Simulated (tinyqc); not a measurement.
Range and order of the fit: effective mass of the heavy-hole band from tabulated energies.

c = hbar^2/2m0.
Constants: hbar^2/2m0 = 3.80998211 eV angstrom^2.

Energies along [110], from the band edge downward:
```
k (1/angstrom)   E (meV)
0.000000         0.00000
0.017000         1.63870
0.034000         6.44330
0.051000        14.08440
0.068000        24.03450
0.085000        35.62020
0.102000        48.11580
0.119000        60.86540
0.136000        73.38720
```

reference mass (curvature of the model at k = 0.0001 1/angstrom) = 0.668144 m0

Least-squares fits of E = a k^2 (+ b k^4 + d k^6) over points 1 to n, and the line y = c k^2/E against E; errors of m against the reference.

Results:
```
n  E at point n (meV)  one term (%)  two terms (%)  three terms (%)  line (%)  rms residual, one term (meV)
3                14.1          4.75           0.02             0.00     -0.10                         0.104
4                24.0          8.29           0.10            -0.01     -0.25                         0.312
5                35.6         12.88           0.33            -0.04     -0.55                         0.709
6                48.1         18.59           0.80            -0.11     -1.03                         1.354
7                60.9         25.43           1.67            -0.20     -1.75                         2.281
8                73.4         33.35           3.06            -0.26     -2.73                         3.490
```

The error of the parabola goes from +4.75 to +33.35 % as the range widens, and at n = 8 its residual, 3.49 meV, is only 4.8 % of the top energy: a small residual does not vouch for the mass. Over the full range (n = 8) the best form is three terms (0.26 %); the line errs by -0.10 % at n = 3 and -2.73 % at n = 8. Without scatter, a narrower range or a second term is the cure: at n = 8 the errors are +33.35, +3.06 and -0.26 % for one, two and three terms. Three terms on three points interpolate exactly.

Computed by tinyqc, a small Python program: `OMP_NUM_THREADS=1 python tinyqc.py 1850045 1850046 out.jsonl` (the numbers bound the seed that draws the inputs); one thread of a shared host (Intel(R) Xeon(R) Processor @ 2.30GHz), about 0.01 s for the whole set of steps.
